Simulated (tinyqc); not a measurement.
Changing the coupling Delta_1: valley-orbit splitting of a donor ground state, with strain. Computed by tinyqc, a small Python program. Command: `OMP_NUM_THREADS=1 python tinyqc.py 3009539 3009540 out.jsonl valleyorbit sweep`. One thread of a shared host (Intel(R) Xeon(R) Processor @ 2.30GHz), about 0.01 s of CPU time with the checks.

The basis is the 1s envelope in each valley; energies are counted from the unstrained conduction-band edge. The strain is e_s (a a^T - 1/3) for the unit stress axis a, so valley j along n_j moves by Xi_u e_s w_j with w_j = (n_j.a)^2 - 1/3: +2/3 for [111], -2/9 for the others.

Inputs (values chosen for the exercise, for a model many-valley semiconductor):
```
quantity                             value  unit
single-valley binding energy E_0      8.31   meV
central-cell shift Lambda             0.99   meV
shear deformation potential Xi_u      16.6    eV
shear strain e_s                  -0.00017     -
```

Valleys: four along <111>. Stress axis: [111].

Method:
- By symmetry: E(A1) = E_0 + Lambda + 3 Delta_1 (one state), E(T2) = E_0 + Lambda - Delta_1 (three), as binding energies.
- H_jj = -(E_0 + Lambda) + Xi_u e_s w_j; H_jk = -Delta_1 between any two valleys.
- Diagonalise H; the ground vector has positive components. The density at the nucleus, and so the contact hyperfine coupling, scales as (sum_j c_j)^2/(number of valleys), which is 1 without strain; the envelopes are held fixed.
- The binding energy is counted from the lowest valley edge, min_j Xi_u e_s w_j; the gap is from the ground state to the next level.

One run for each value; columns: (1) coupling Delta_1 (meV); (2) E(A1) (meV); (3) E(T2) (meV); (4) hyperfine ratio A/A_0; (5) binding energy under strain (meV); (6) gap to the first excited state (meV):
```
(1)     (2)   (3)     (4)    (5)    (6)
0.11   9.63  9.19  0.3245   9.32  2.320
0.16   9.78  9.14  0.3640   9.33  2.258
0.23   9.99  9.07  0.4240   9.37  2.198
0.33  10.29  8.97  0.5151   9.46  2.173
0.47  10.71  8.83  0.6384   9.65  2.261
0.68  11.34  8.62  0.7797  10.04  2.621
0.98  12.24  8.32  0.8876  10.75  3.439
1.40  13.50  7.90  0.9472  11.88  4.858
```

Describe and explain the trends.

Over the rows, E(A1) (meV) rises from 9.63 to 13.5 (exponent d ln y / d ln x 0.041 between the first rows and 0.27 between the last); E(T2) (meV) falls from 9.19 to 7.90 (exponent d ln y / d ln x -0.015 between the first rows and -0.15 between the last); hyperfine ratio A/A_0 rises from 0.325 to 0.947 (exponent d ln y / d ln x 0.31 between the first rows and 0.18 between the last). A larger valley-orbit coupling resists the strain, so A/A_0 moves back towards 1.

Extremes, crossings and ranges named in words are read from the listed rows.
